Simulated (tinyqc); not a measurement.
# Inputs raised by 2 %, one at a time

Model: Heisenberg magnet: exchange from energy differences, ordering vector, linear spin waves and ordering temperature. Computed by tinyqc, a small Python program. Command: `OMP_NUM_THREADS=1 python tinyqc.py 3023493 3023494 out.jsonl magnon sens`. One thread of a shared host (Intel(R) Xeon(R) Processor @ 2.30GHz), about 2 s of CPU time with the checks.

H = -sum over pairs <ij> J_ij S_i.S_j - K sum_i (S_i^z)^2, each pair once, J > 0 ferromagnetic. First neighbours: 6 at a (1, 0, 0), second: 12 at a (1, 1, 0), with all permutations and signs.

Inputs (values chosen for the exercise, for a model magnet):
```
quantity                 value      unit
exchange J1              -10.8       meV
exchange J2                1.6       meV
spin S                       1         -
single-ion anisotropy K  0.055       meV
lattice constant a        5.02  angstrom
mesh divisions n            24         -
temperature T              170         K
```

Lattice: simple cubic. Order: Neel (nearest neighbours antiparallel).

wave vector q (2 pi/a): 0.33  0.23  0.35

Constants: h x 1 THz = 4.135667696 meV; k_B = 8.617333262e-05 eV/K.

Method:
- J(q) = J1 g1(q) + J2 g2(q), g_s(q) = sum over shell s of cos(q.R).
- g_s(q) = sum over shell s of cos(q.R), z1 = g1(0). A(q) = S [-J1 g1(0) + J2 (g2(0) - g2(q))] + (2S - 1) K, B(q) = S J1 g1(q), E(q) = sqrt(A^2 - B^2). The factor 2S - 1 removes the anisotropy for S = 1/2.
- sum R_x^2 over the shells is s1 = 2 a^2 and s2 = 8 a^2. Without K, E = c q with c = S sqrt(z1 |J1| (|J1| s1 + J2 s2)); the gap is E(0) = sqrt(k (k + 2 S z1 |J1|)), k = (2S - 1) K.
- Mesh: q = sum_i (m_i + 1/2)/n b_i, m_i = 0..n-1, b = [[1, 0, 0], [0, 1, 0], [0, 0, 1]] in 2 pi/a; <..> is the mean over the mesh.
- n = 1/(exp(E/(k_B T)) - 1); zero-point loss <A/(2E) - 1/2>, thermal loss <(A/E) n>; moment = S less the losses.
- K left out. Mean field: k_B T = S (S + 1) J(Q)/3 at the ordering vector Q; random-phase (Tyablikov): k_B T = [S (S + 1)/3] / <1/(J(Q) - J(q))>; Curie-Weiss theta = S (S + 1) J(0)/(3 k_B).

Runs; columns: (1) input moved; (2) from; (3) to; (4) E(q) (meV); (5) spin-wave velocity c (meV angstrom); (6) thermal loss; (7) random-phase ordering temperature (K):
```
(1)                              (2)      (3)     (4)     (5)       (6)     (7)
base run                           -        -  80.559  237.01  0.022039  482.78
exchange J1 (meV)              -10.8  -11.016  81.793  240.87  0.021176  489.63
exchange J2 (meV)                1.6    1.632  80.935  237.89  0.021727  485.60
spin S                             1     1.02  82.171  241.75  0.020857  497.36
single-ion anisotropy K (meV)  0.055   0.0561  80.560  237.01  0.022026  482.78
lattice constant a (angstrom)   5.02   5.1204  80.559  241.75  0.022039  482.78
temperature T (K)                170    173.4  80.559  237.01  0.023274  482.78
```

Exponents ln(y'/y) / ln(x'/x):
```
input                     E(q)  spin-wave velocity c  thermal loss  random-phase ordering temperature
exchange J1              0.767                 0.815        -2.016                              0.710
exchange J2              0.235                 0.187        -0.720                              0.293
spin S                   1.001                 1.000        -2.783                              1.502
single-ion anisotropy K  0.001                 0.000        -0.028                              0.000
lattice constant a       0.000                 1.000         0.000                              0.000
temperature T            0.000                 0.000         2.753                              0.000
```

Among the inputs moved here: E(q) answers most in size to spin S (exponent +1.001), next to exchange J1 (+0.767); its exponent is below 0.0005 for lattice constant a, temperature T. spin-wave velocity c answers most in size to spin S (exponent +1.000), and about equally to lattice constant a (+1.000); its exponent is below 0.0005 for single-ion anisotropy K, temperature T. Its exponent +1.000 in spin S: linear spin waves scale with S. Its exponent +1.000 in lattice constant a: c carries one power of R. thermal loss answers most in size to spin S (exponent -2.783), and about equally to temperature T (+2.753); its exponent is below 0.0005 for lattice constant a. Random-phase ordering temperature answers most in size to spin S (exponent +1.502), next to exchange J1 (+0.710); its exponent is below 0.0005 for single-ion anisotropy K, lattice constant a, temperature T.

Caution (all rows): doubling the mesh changes the thermal sum by more than 3 %, so it is not fully converged.
